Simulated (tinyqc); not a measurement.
From results back to parameters: sp3s* tight binding. Three cases, with inputs chosen for the exercise.

Problem. Without spin-orbit coupling the s levels at Gamma are the roots of [[Esa, Vss], [Vss, Esc]], the p levels those of [[Epa, Vxx], [Vxx, Epc]], and the doubly degenerate valence level at X is the lower root of [[Epa, Vxy], [Vxy, Epc]]. The atomic differences are given; the levels below come from hidden parameters.

Case 1.

Values chosen (out of a larger set: near a published set for GaSb, fitted to gaps, whose masses and valley positions are rough; spin-orbit coupling, where it is added without a refit, lifts the valence top and shrinks all gaps by about a third of the splitting; not measured data): dEs = 3.396 eV (Esc - Esa); dEp = 2.065 eV (Epc - Epa).

s levels at Gamma (eV): -11.99092  0.77892

p levels at Gamma (eV): 0.00089  3.77411

valence level X5 = -2.35797 eV

Case 2.

Values chosen (out of a larger set: near a published set for SiC, fitted to gaps, whose masses and valley positions are rough; spin-orbit coupling, where it is added without a refit, lifts the valence top and shrinks all gaps by about a third of the splitting; not measured data): dEs = 3.617 eV (Esc - Esa); dEp = 2.255 eV (Epc - Epa).

s levels at Gamma (eV): -19.13772  5.91872

p levels at Gamma (eV): -0.01000  6.53100

valence level X5 = -2.78065 eV

Case 3.

Values chosen (out of a larger set: near a published set for InP, fitted to gaps, whose masses and valley positions are rough; spin-orbit coupling, where it is added without a refit, lifts the valence top and shrinks all gaps by about a third of the splitting; not measured data): dEs = 7.047 eV (Esc - Esa); dEp = 3.181 eV (Epc - Epa).

s levels at Gamma (eV): -11.42507  1.40207

p levels at Gamma (eV): -0.00692  4.93192

valence level X5 = -2.05289 eV

Find: Esa, Esc, Epa, Epc; |Vss|, |Vxx|, |Vxy|.

Solution. The mean of a pair of roots is the mean of the two levels, which with the given difference fixes both; half the splitting, squared, less a quarter of the squared difference is V^2. At X the lower root lies sqrt((dEp/2)^2 + Vxy^2) below the mean p level.

Case 1.

Esa, Esc, Epa, Epc (eV): -7.304  -3.908  0.855  2.920

|Vss|, |Vxx|, |Vxy| (eV): 6.155  1.579  4.118

Case 2.

Esa, Esc, Epa, Epc (eV): -8.418  -4.801  2.133  4.388

|Vss|, |Vxx|, |Vxy| (eV): 12.397  3.070  5.935

Case 3.

Esa, Esc, Epa, Epc (eV): -8.535  -1.488  0.872  4.053

|Vss|, |Vxx|, |Vxy| (eV): 5.359  1.889  4.226

Computed by tinyqc, one run a case: `OMP_NUM_THREADS=1 python tinyqc.py N N+1 out.jsonl` with N = 1480174, 1480228, 1480257; one thread of a shared Intel(R) Xeon(R) Processor @ 2.30GHz, about 0.3 s a run at most.
